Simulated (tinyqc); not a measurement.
Thermal and gravitational stress in a wafer during furnace and rapid thermal processing, and the onset of slip: one step, computed by the program tinyqc.

A thin free disc in plane stress, isotropic; T(r) = T_centre + dT (r/R)^n with n = 2. Stress is positive in tension; sigma_SB = 5.670374419e-8 W/(m^2 K^4), g = 9.80665 m/s^2.

Task: Resolved stress round the edge. At the edge the stress is uniaxial along the tangent d = (cos phi, sin phi, 0) of a (001) wafer; the Schmid factor is the largest |(d.n)(d.b)| over the twelve {111}<110> systems.

Inputs (values chosen for the exercise, modelled on silicon): edge less centre temperature dT = 36 K.

Temperature profile: parabolic.

hoop stress at the edge = -12.14136 MPa

Give: Schmid factor and resolved stress at phi = 0, 7.5, 15, 22.5, 30, 37.5 and 45 degrees from [100].

Result:

Schmid factor and resolved stress at phi = 0, 7.5, 15, 22.5, 30, 37.5 and 45 degrees from [100]:
```
phi from [100] (degrees),Schmid factor,resolved stress (MPa)
0.0,0.4082,4.957
7.5,0.4541,5.514
15.0,0.4830,5.864
22.5,0.4928,5.983
30.0,0.4830,5.864
37.5,0.4541,5.514
45.0,0.4082,4.957
```

The factor is 1/sqrt(6) = 0.408 along <100> and <110> and peaks at 0.4928 at 22.5 degrees, so slip, if any, starts at eight places between these directions.
